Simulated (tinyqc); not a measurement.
From xi back to coupling J: classical Heisenberg spin chain: exact results, Metropolis, heat-bath and over-relaxation steps, and a Monte Carlo run. Computed by tinyqc, a small Python program. Command: `OMP_NUM_THREADS=1 python tinyqc.py 3130131 3130132 out.jsonl heismc inv`. One thread of a shared host (Intel(R) Xeon(R) Processor @ 2.30GHz), about 0.01 s of CPU time with the checks.

E = -J sum_i s_i . s_(i+1) for unit vectors s_i on an open chain; K = J/(k_B T).

Inputs (values chosen for the exercise, for a model chain of large moments): temperature T = 20.9 K; moment mu = 3.4 mu_B.

Constants: k_B = 8.617333262e-05 eV/K; mu_B = 5.7883818060e-05 eV/T.

Method. Each bond angle is independent, so u = <s_i . s_(i+1)> = coth K - 1/K, <s_i . s_(i+n)> = u^n, correlation length xi = -1/ln|u|, energy per bond -J u, heat capacity per bond c/k_B = 1 - K^2/sinh^2 K, and for the long chain chi = mu^2 (1 + u)/(3 k_B T (1 - u)) per spin.

Question. A run gave the result below. Find the coupling J, known to lie between 1.3 and 3.6 meV.

xi = 0.8792047 sites

Answer.

Each step takes the trial c = (a f_b - b f_a)/(f_b - f_a), f being the result less the target and a, b, c the logarithms of the listed values; c replaces end b, the old b replaces a if the sign of f changed, and otherwise f_a is halved.

Scan of the range:
```
coupling J (meV)  xi (sites)
1.30                 0.68575
1.54                 0.76815
1.83                 0.87154
2.16                 0.99499
2.56                 1.15339
3.04                 1.35612
3.60                 1.60891
```

False position (Illinois rule, in the logarithm of the input) inside the bracket:
```
step    end a    end b    trial  xi (sites)
1     1.83000  2.16000  1.84894    0.878451
2     2.16000  1.84894  1.85080    0.879131
3     2.16000  1.85080  1.85116    0.879264
4     1.85080  1.85116  1.85100    0.879205
5     1.85116  1.85100  1.85100    0.879205
```

xi rises at every point of a 13-point scan of the range (every second point is shown), so one value fits; it is bracketed by 1.83 and 2.16. Answer: coupling J = 1.851 meV.
